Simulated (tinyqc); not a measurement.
Single-band model of a thermoelectric material. Which input was changed? Computed by tinyqc, a small Python program. Command: `OMP_NUM_THREADS=1 python tinyqc.py 3029017 3029018 out.jsonl thermo which`. One thread of a shared host (Intel(R) Xeon(R) Processor @ 2.30GHz), about 0.1 s of CPU time with the checks.

One spherical band, one scattering law, no minority carriers and no phonon drag. In a real material minority carriers limit |S| to about E_g/(2 e T), so larger values are formal. eta = E_F/(k_B T) is counted from the band edge; f = 1/(1 + exp(x - eta)).

Inputs (values chosen for the exercise, for a model material):
```
quantity                                value        unit
density-of-states mass m                    1         m_0
mobility parameter mu_300                 180  cm^2/(V s)
temperature exponent p                    1.5           -
lattice thermal conductivity kappa_L     0.43     W/(m K)
carrier density n                     5.8e+19      1/cm^3
temperature T                             640           K
```

Band: parabolic. Scattering: acoustic phonons, r = -0.5.

Constants: m_0 = 9.1093837015e-31 kg; k_B = 1.380649e-23 J/K; hbar = 1.054571817e-34 J s; k_B = 8.617333262e-05 eV/K; e = 1.602176634e-19 C.

Method:
- With x = E/(k_B T), a = alpha k_B T (0 for a parabolic band), G = x (1 + a x), D = 1 + 2 a x and <y> = int y f (1 - f) dx, f = 1/(1 + exp(x - eta)): tau = tau_0 G^r/D; transport function s = G^(3/2 + r)/D^2; n = N_0 <G^(3/2)> with N_0 = (2 m k_B T)^(3/2)/(3 pi^2 hbar^3).
- Integrals over x = E/(k_B T) use 160 Gauss-Legendre points in u = sqrt(x) from 0 to sqrt(max(eta, 0) + 32).
- Solve for eta.
- sigma = e mu_0 N_0 <s> with mu_0 = e tau_0/m = mu_300 (T/300 K)^(-p); |S| = (k_B/e)(<x s>/<s> - eta); Lorenz number L = (k_B/e)^2 (<x^2 s>/<s> - (<x s>/<s>)^2); kappa_e = L sigma T; zT = S^2 sigma T/(kappa_L + kappa_e).
- Hall factor r_H = <G^(3/2)> <G^(3/2 + 2r)/D^4>/<s>^2; drift mobility sigma/(n e) with n = N_0 <G^(3/2)>; power factor S^2 sigma.

Question. One of these inputs alone was changed, within the range given: density-of-states mass m (0.5 to 2); lattice thermal conductivity kappa_L (0.215 to 0.86); temperature T (320 to 1280); temperature exponent p (0.75 to 3). Which one, and to what value?

Results:
```
run           zT  power factor (microwatt/(cm K^2))  Lorenz number L (1e-8 V^2/K^2)
before  1.244141                           15.70390                        1.609458
after   1.071680                           15.70390                        1.609458
```

Answer.

Each candidate set to reproduce zT, and what it then gives:
```
candidate                                       range searched  value needed  power factor (microwatt/(cm K^2))  Lorenz number L (1e-8 V^2/K^2)
density-of-states mass m (m_0)                        0.5 to 2        0.8901                             13.508                          1.6305
lattice thermal conductivity kappa_L (W/(m K))   0.215 to 0.86        0.5600                             15.704                          1.6095
temperature T (K)                                  320 to 1280         553.6                             16.158                          1.6361
temperature exponent p                               0.75 to 3         1.849                             12.058                          1.6095
```

Only lattice thermal conductivity kappa_L fits every result: it went from 0.43 to 0.560 W/(m K). The next best candidate, temperature T, misses one result by 2.9 %.
